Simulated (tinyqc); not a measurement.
## Error from band bending against W

In A the levels shift by pb (1 - z/W)^2 for z < W. The signal from depth z is weighted by exp(-z/le)/le, so the centroid shifts by pb [1 - 2/a + (2/a^2)(1 - exp(-a))], a = W/le, and the error of iA against its value at the interface is that less pb.

Parameters, values chosen for the exercise:

| symbol | value | unit | meaning |
|---|---|---|---|
| pb | -0.66 | V | band bending in A at the interface |
| le | 1.8 | nm | escape depth |

Results:
```
W (nm)	a	centroid shift (eV)	error (meV)
2.8	1.556	-0.2418	418.2
5	2.778	-0.3452	314.8
8.6	4.778	-0.4411	218.9
15	8.333	-0.5206	139.4
26	14.44	-0.5749	85.06
79	43.89	-0.6306	29.39
140	77.78	-0.6432	16.75
240	133.3	-0.6502	9.826
```

Estimate the missing row, W = 45 nm.

Computed row:
```
W (nm)	a	centroid shift (eV)	error (meV)
45	25.00	-0.6093	50.69
```

With this row back in the table: The size of the error falls from 418 to 9.83 meV; for large a it is 2 |pb|/a. It is below 50 meV, a typical accuracy of the method, in 3 of the 9 rows. Heavily doped substrates and deep-probing photons need the correction.

Program tinyqc, `OMP_NUM_THREADS=1 python tinyqc.py 2410140 2410141 out.jsonl`; Intel Xeon 2.30GHz, shared host, one thread, about 0.01 s.
